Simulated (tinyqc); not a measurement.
Solid solubility of a dopant against its melt (retrograde solidus), clustering and the electrically active fraction: one step, computed by the program tinyqc. Command: `OMP_NUM_THREADS=1 python tinyqc.py 3008879 3008880 out.jsonl retro walk`. One thread of a shared host (Intel(R) Xeon(R) Processor @ 2.30GHz), about 0.01 s of CPU time with the checks.

Problem. Active fraction after the anneal. A highly soluble donor (another dopant than that of the solidus) is limited by clustering. Donors N_a are active, and clusters hold m atoms each: N_t = N_a + m C, m C = N* (N_a/N*)^m (n/N*)^m, each atom taking one electron, n = N_a/2 + sqrt(N_a^2/4 + n_i^2), n_i = prefactor x T^1.5 exp(-E_i/(k_B T)), with N*(T) = N*(1273 K) exp[-(E_b/k_B)(1/T - 1/1273)]. Resistivity = 1/(e mu N_a).

Inputs (values chosen for the exercise, of the order of those of gallium in silicon for the solubility):
```
quantity,value,unit
total dopant density N_t,1.8e+20,1/cm^3
atoms per cluster m,3,-
cluster scale N* at 1273 K,2.1e+20,1/cm^3
activation energy E_b of the cluster scale,0.24,eV
anneal temperature T_a,1075,K
prefactor of n_i,3.83e+16,1/(cm^3 K^1.5)
energy E_i in n_i,0.602,eV
mobility mu,50,cm^2/(V s)
```

Clustering: clusters that take up free electrons.

Constants: k_B = 8.617333262e-05 eV/K; e = 1.602176634e-19 C.

Give: N*(T_a); active density N_a; active fraction; resistivity.

Solution.

N*(T_a) = 1.404e+20 1/cm^3

active density N_a = 1.213e+20 1/cm^3

active fraction = 0.6741

resistivity = 1.029 milliohm cm

Doubling the dose would raise N_a by only 24 %. Caution: this clustering law is a generic form; degeneracy and a doping-dependent mobility are left out.
